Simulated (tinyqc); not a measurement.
Inside a calculation: Stoner model of a band ferromagnet. Values are carried at full precision from step to step, so a last printed digit may differ when a step is redone from the rounded ones.

Density of states per atom and spin: flat with a rise to the top, D(e) = (M/W) [1 - sp + 4 sp (e/W + 1/2)^3]. Levels e -/+ I m/2 for up and down spin, m = n_up - n_down, n_up + n_down = nd. At zero temperature e(N) is the energy below which N states lie, and E(m) = sum over spins of integral e D de - I m^2/4.

Values chosen for the exercise:
- W = 4.7 eV (band width, e from -W/2 to W/2)
- M = 5 (states per atom and spin)
- nd = 4.08 (electrons per atom)
- sp = 0.23 (shape parameter)
- I = 1.12 eV (Stoner parameter)

## The paramagnetic state and the Stoner criterion

Find EF from nd/2 states per spin, D(EF) and the product I D(EF); below 1 the susceptibility is enhanced by 1/(1 - I D).

EF = 0.0456 eV
D(EF) = 0.9488 1/eV
I D(EF) = 1.0626

The paramagnet is unstable.

## Energy against moment

Tabulate the splitting that the band needs, e(n_up) - e(n_down), against I m, and E(m) - E(0), at nine moments up to saturation m_max = min(nd, 2M - nd).

Energy curve:
```
m      e(n_up) (eV)  e(n_down) (eV)  difference (eV)  I m (eV)  E - E(0) (meV)
0.000        0.0456          0.0456           0.0000    0.0000             0.0
0.510        0.3081         -0.2291           0.5372    0.5712            -4.3
1.020        0.5574         -0.5148           1.0723    1.1424           -17.5
1.530        0.7934         -0.8097           1.6031    1.7136           -40.4
2.040        1.0162         -1.1116           2.1278    2.2848           -74.4
2.550        1.2263         -1.4183           2.6445    2.8560          -121.2
3.060        1.4243         -1.7278           3.1522    3.4272          -183.0
3.570        1.6112         -2.0387           3.6499    3.9984          -262.3
4.080        1.7876         -2.3500           4.1376    4.5696          -361.6
```

dE/dm is half of (difference - I m), so E falls wherever I m exceeds the difference.

## The ground state

Take the lowest of E(0), the stationary points e(n_up) - e(n_down) = I m, and saturation.

m = 4.080 muB
exchange splitting I m = 4.570 eV
E - E(0) = -361.6 meV

n_up, n_down: 4.080  0.000

The moment is saturated (a strong ferromagnet): the minority band is empty.

## Checks

- States in the band over M against 1: both 1.000000.

(tinyqc, `OMP_NUM_THREADS=1 python tinyqc.py 1682428 1682429 out.jsonl`, Intel(R) Xeon(R) Processor @ 2.30GHz, 1 thread, shared host, about 0.3 s.)
